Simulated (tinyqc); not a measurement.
Resistance of a source-drain extension with a graded tip: one step of the calculation.

y runs along the channel, the gate covers y > 0. The doping is N0 for y < y0 and N0 10^(-(y - y0)/la) beyond, uniform over the depth xj. Sheet conductance s(y) = q mu(N) max(N - Nch, 0) xj + (for y > 0) ma Cox Vo, with mu(N) = u0 + (u1 - u0)/(1 + (N/Nr)^au) and Cox = eps0 eox/tox. Current is taken as one-dimensional; depletion of the tip, spreading and the contact are left out. The metallurgical junction lies at yj, where N = Nch.

Task. Resistance of the overlapped part. Midpoint rule on 10 equal steps from 0 to yj: R_ov = sum h/s(y), per width.

Parameters, values chosen for the exercise; mobility law close to that of electrons in silicon:
```
symbol,value,unit,meaning
eox,3.9,,relative permittivity of the gate insulator (close to silicon dioxide)
tox,2.8,nm,insulator thickness
N0,1.9e20,cm^-3,active doping of the extension far from the gate
la,1.9,nm/decade,lateral abruptness
y0,4.4,nm,position under the gate where the fall begins (gate edge at 0)
xj,10,nm,depth of the extension
Nch,3.4e17,cm^-3,channel doping
Vo,0.61,V,gate overdrive
ma,80,cm^2/(V s),mobility of the gate-induced layer
u1,1414,cm^2/(V s),mobility at low doping
u0,68.5,cm^2/(V s),mobility at high doping
Nr,9.2e16,cm^-3,reference doping
au,0.711,,exponent
```

Constants: q = 1.602176634e-19 C, eps0 = 8.8541878128e-14 F/cm where lengths are in cm. Results are converted to the units shown.

Give: y; N; doped conductance; sheet resistance; R_ov.

Result.

```
point   y (nm)  N (cm^-3)  doped conductance (uS)  sheet resistance (ohm/square)
0      0.48099  1.9000e20                  2260.4                         430.92
1       1.4430  1.9000e20                  2260.4                         430.92
2       2.4050  1.9000e20                  2260.4                         430.92
3       3.3669  1.9000e20                  2260.4                         430.92
4       4.3289  1.9000e20                  2260.4                         430.92
5       5.2909  6.4544e19                  834.51                         1117.7
6       6.2529  2.0116e19                  307.59                         2719.1
7       7.2149  6.2697e18                  125.61                         5382.4
8       8.1768  1.9541e18                  53.284                         8813.1
9       9.1388  6.0902e17                  14.950                          13310
```

R_ov = 32.223 ohm um

Numbers from tinyqc (`OMP_NUM_THREADS=1 python tinyqc.py 2282077 2282078 out.jsonl`; about 0.03 s on one thread of a shared Intel Xeon 2.30GHz).
